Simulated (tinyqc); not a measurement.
Inside a calculation. Model: an infinitely deep well in a field (quantum-confined Stark shift), Airy functions.

Numbers from tinyqc (`OMP_NUM_THREADS=1 python tinyqc.py 2580029 2580030 out.jsonl`; about 0.02 s on one thread of a shared Intel Xeon 2.30GHz). Printed values are rounded.

Hard walls at x = -L/2 and +L/2; between them U(x) = -F x (eV, zero at the centre). C = hbar^2/(2 m0), e = (C F^2/m1)^(1/3), z1 = (F L/2 - E)/e at the left wall and z2 = (-F L/2 - E)/e at the right wall. Levels are the roots of D(E) = Ai(z1) Bi(z2) - Ai(z2) Bi(z1).

Parameters, values chosen for the exercise:
- m1 = 0.062 m0 (mass)
- L = 15.8 nm (well width)
- F = 0.0018 V/nm (field)
- n = 1 (level sought)

Constants: q = 1.602176634e-19 C, hbar = 1.054571817e-34 J s, m0 = 9.1093837015e-31 kg, hbar^2/(2 m0) = 0.0380998212 eV nm^2. Results are converted to the units shown.

## Level without field and second-order shift

E_n(0) = C (n pi/L)^2/m1; second-order shift m1 F^2 L^4 (1 - 15/(pi n)^2)/(48 C pi^2 n^2).

E_n(0) = 0.02429500 eV
second-order shift = -0.3605390 meV
F L/E_1(0) = 1.170611

## Step 1: secant step for the level

first trial energy = 0.0243 eV
second trial energy = 0.0231 eV

Secant step from the last two trial energies, E_a the older and E_b the newer: next = E_b - D(E_b) (E_b - E_a)/(D(E_b) - D(E_a)).

D(E_a) = 0.005409159
D(E_b) = -0.01286043
third trial energy = 0.02394471 eV

## Step 2: secant step for the level

As before.

D(E_a) = -0.01286043
D(E_b) = 1.392993e-4
fourth trial energy = 0.02393566 eV

## Course of the secant iteration

Stop when E changes by less than 1e-10 eV and the root is level n (n - 1 nodes between the walls). E_a and E_b start as the two trial energies.

Course of the iteration:
```
step      E (eV)  change (eV)
1     0.02394471      8.45e-4
2     0.02393566      9.05e-6
3     0.02393542      2.35e-7
4     0.02393542     6.72e-11
```

Converged in 4 steps to level 1.

## Stark shift

Exact shift E_n(F) - E_n(0), and the mean position <x> = -dE_n/dF. E_n(0) = C (n pi/L)^2/m1; second-order shift m1 F^2 L^4 (1 - 15/(pi n)^2)/(48 C pi^2 n^2).

E_n = 0.02393542 eV
shift = -0.3595712 meV
<x> = 0.39846 nm

The second-order estimate is 0.27 % above the exact shift in size.
